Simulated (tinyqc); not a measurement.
CIS on RHF in the sto-3g basis, for BeH2, spin multiplicity 1, step by step. One step of it, computed by the program tinyqc.

Task: Integrals over molecular orbitals. (pq|rs) = sum C_ip C_jq C_kr C_ls (ij|kl), one index at a time.

coefficients C:
```
               MO1        MO2        MO3       MO4        MO5        MO6        MO7
1Be 1s    0.991746  -0.232238   0.000000  0.000000   0.000000  -0.206756   0.000000
1Be 2s    0.031374   0.536066   0.000000  0.000000   0.000000   1.316430   0.000000
1Be 2px   0.000000   0.000000   0.000000  0.271702   0.962381   0.000000   0.000000
1Be 2py   0.000000   0.000000   0.507175  0.000000   0.000000   0.000000   1.582880
1Be 2pz   0.000000   0.000000   0.000000  0.962381  -0.271702   0.000000   0.000000
2H 1s    -0.001743   0.396822   0.397030  0.000000   0.000000  -0.867583  -1.138792
3H 1s    -0.001743   0.396822  -0.397030  0.000000   0.000000  -0.867583   1.138792
```

core Hamiltonian H = T + V (hartree):
```
            1Be 1s     1Be 2s    1Be 2px    1Be 2py    1Be 2pz      2H 1s      3H 1s
1Be 1s   -8.716519  -2.152689   0.000000   0.000000   0.000000  -0.717686  -0.717686
1Be 2s   -2.152689  -2.880051   0.000000   0.000000   0.000000  -1.450151  -1.450151
1Be 2px   0.000000   0.000000  -2.327314   0.000000   0.000000   0.000000   0.000000
1Be 2py   0.000000   0.000000   0.000000  -2.581775   0.000000  -1.433917   1.433917
1Be 2pz   0.000000   0.000000   0.000000   0.000000  -2.327314   0.000000   0.000000
2H 1s    -0.717686  -1.450151   0.000000  -1.433917   0.000000  -2.358027  -0.190541
3H 1s    -0.717686  -1.450151   0.000000   1.433917   0.000000  -0.190541  -2.358027
```

Two-electron integrals (ij|kl) in chemists' order, unique and non-zero (hartree):
```
(11|11) 2.298831    (21|11) 0.392036    (21|21) 0.079539    (22|11) 0.570988
(22|21) 0.143041    (22|22) 0.417683    (31|31) 0.014607    (32|31) 0.021888
(32|32) 0.092265    (33|11) 0.569578    (33|21) 0.143083    (33|22) 0.417589
(33|33) 0.449859    (41|41) 0.014607    (42|41) 0.021888    (42|42) 0.092265
(43|43) 0.024249    (44|11) 0.569578    (44|21) 0.143083    (44|22) 0.417589
(44|33) 0.401360    (44|44) 0.449859    (51|51) 0.014607    (52|51) 0.021888
(52|52) 0.092265    (53|53) 0.024249    (54|54) 0.024249    (55|11) 0.569578
(55|21) 0.143083    (55|22) 0.417589    (55|33) 0.401360    (55|44) 0.401360
(55|55) 0.449859    (61|11) 0.128455    (61|21) 0.026011    (61|22) 0.047001
(61|33) 0.046653    (61|41) 0.002365    (61|42) 0.004360    (61|44) 0.047721
(61|55) 0.046653    (61|61) 0.008941    (62|11) 0.255264    (62|21) 0.064582
(62|22) 0.198969    (62|33) 0.192113    (62|41) 0.008505    (62|42) 0.047631
(62|44) 0.212504    (62|55) 0.192113    (62|61) 0.023258    (62|62) 0.130740
(63|31) 0.006593    (63|32) 0.029049    (63|43) 0.008737    (63|63) 0.013701
(64|11) 0.255224    (64|21) 0.065469    (64|22) 0.211755    (64|33) 0.199327
(64|41) 0.014079    (64|42) 0.075041    (64|44) 0.236386    (64|55) 0.199327
(64|61) 0.024916    (64|62) 0.159678    (64|64) 0.204134    (65|51) 0.006593
(65|52) 0.029049    (65|54) 0.008737    (65|65) 0.013701    (66|11) 0.418888
(66|21) 0.107996    (66|22) 0.367374    (66|33) 0.340993    (66|41) 0.018499
(66|42) 0.126439    (66|44) 0.419793    (66|55) 0.340993    (66|61) 0.040378
(66|62) 0.294266    (66|64) 0.384754    (66|66) 0.774606    (71|11) 0.128455
(71|21) 0.026011    (71|22) 0.047001    (71|33) 0.046653    (71|41) -0.002365
(71|42) -0.004360   (71|44) 0.047721    (71|55) 0.046653    (71|61) 0.008131
(71|62) 0.019634    (71|64) 0.018969    (71|66) 0.032124    (71|71) 0.008941
(72|11) 0.255264    (72|21) 0.064582    (72|22) 0.198969    (72|33) 0.192113
(72|41) -0.008505   (72|42) -0.047631   (72|44) 0.212504    (72|55) 0.192113
(72|61) 0.019634    (72|62) 0.074637    (72|64) 0.070732    (72|66) 0.126363
(72|71) 0.023258    (72|72) 0.130740    (73|31) 0.006593    (73|32) 0.029049
(73|43) -0.008737   (73|63) 0.006561    (73|73) 0.013701    (74|11) -0.255224
(74|21) -0.065469   (74|22) -0.211755   (74|33) -0.199327   (74|41) 0.014079
(74|42) 0.075041    (74|44) -0.236386   (74|55) -0.199327   (74|61) -0.018969
(74|62) -0.070732   (74|64) -0.062628   (74|66) -0.115861   (74|71) -0.024916
(74|72) -0.159678   (74|74) 0.204134    (75|51) 0.006593    (75|52) 0.029049
(75|54) -0.008737   (75|65) 0.006561    (75|75) 0.013701    (76|11) 0.032524
(76|21) 0.008019    (76|22) 0.022318    (76|33) 0.021944    (76|44) 0.023055
(76|55) 0.021944    (76|61) 0.002648    (76|62) 0.010908    (76|64) 0.011810
(76|66) 0.020702    (76|71) 0.002648    (76|72) 0.010908    (76|74) -0.011810
(76|76) 0.001219    (77|11) 0.418888    (77|21) 0.107996    (77|22) 0.367374
(77|33) 0.340993    (77|41) -0.018499   (77|42) -0.126439   (77|44) 0.419793
(77|55) 0.340993    (77|61) 0.032124    (77|62) 0.126363    (77|64) 0.115861
(77|66) 0.212246    (77|71) 0.040378    (77|72) 0.294266    (77|74) -0.384754
(77|76) 0.020702    (77|77) 0.774606
```

Give: one-electron integrals over orbitals h = C^T H C; Two-electron integrals over orbitals.

Result:

one-electron integrals over orbitals h = C^T H C (hartree):
```
        1       2       3       4       5       6       7
1  -8.705   0.235   0.000   0.000   0.000   0.184   0.000
2   0.235  -2.534   0.000   0.000   0.000  -0.137   0.000
3   0.000   0.000  -2.502   0.000   0.000   0.000  -0.259
4   0.000   0.000   0.000  -2.327   0.000   0.000   0.000
5   0.000   0.000   0.000   0.000  -2.327   0.000   0.000
6   0.184  -0.137   0.000   0.000   0.000  -1.918   0.000
7   0.000   0.000  -0.259   0.000   0.000   0.000  -1.752
```

Two-electron integrals over orbitals (pq|rs), unique and non-zero (hartree):
```
(11|11) 2.271       (21|11) -0.206      (21|21) 0.029       (22|11) 0.502
(22|21) -0.007      (22|22) 0.408       (31|31) 0.007       (32|31) 0.016
(32|32) 0.166       (33|11) 0.474       (33|21) -3.04e-03   (33|22) 0.422
(33|33) 0.445       (41|41) 0.016       (42|41) 0.016       (42|42) 0.051
(43|43) 0.016       (44|11) 0.569       (44|21) -0.008      (44|22) 0.376
(44|33) 0.364       (44|44) 0.450       (51|51) 0.016       (52|51) 0.016
(52|52) 0.051       (53|53) 0.016       (54|54) 0.024       (55|11) 0.569
(55|21) -0.008      (55|22) 0.376       (55|33) 0.364       (55|44) 0.401
(55|55) 0.450       (61|11) -0.171      (61|21) 0.025       (61|22) -0.007
(61|33) -4.64e-03   (61|44) -4.16e-03   (61|55) -4.16e-03   (61|61) 0.021
(62|11) 0.099       (62|21) -0.007      (62|22) -0.029      (62|33) -0.052
(62|44) 0.046       (62|55) 0.046       (62|61) -3.08e-03   (62|62) 0.076
(63|31) -3.88e-03   (63|32) -0.096      (63|63) 0.083       (64|41) 0.016
(64|42) 0.048       (64|64) 0.051       (65|51) 0.016       (65|52) 0.048
(65|65) 0.051       (66|11) 0.480       (66|21) -0.006      (66|22) 0.405
(66|33) 0.416       (66|44) 0.372       (66|55) 0.372       (66|61) -0.006
(66|62) -0.039      (66|66) 0.418       (71|31) 0.012       (71|32) 0.021
(71|63) -3.19e-03   (71|71) 0.022       (72|31) 2.87e-03    (72|32) -0.047
(72|63) 0.061       (72|71) 0.007       (72|72) 0.057       (73|11) 0.134
(73|21) -0.006      (73|22) -0.010      (73|33) -0.024      (73|44) 0.054
(73|55) 0.054       (73|61) -2.95e-03   (73|62) 0.071       (73|66) -0.030
(73|73) 0.081       (74|43) 0.014       (74|74) 0.016       (75|53) 0.014
(75|75) 0.016       (76|31) 0.012       (76|32) 0.144       (76|63) -0.098
(76|71) 0.016       (76|72) -0.059      (76|76) 0.142       (77|11) 0.588
(77|21) -0.010      (77|22) 0.439       (77|33) 0.459       (77|44) 0.396
(77|55) 0.396       (77|61) -0.009      (77|62) -0.045      (77|66) 0.446
(77|73) -0.019      (77|77) 0.502
```
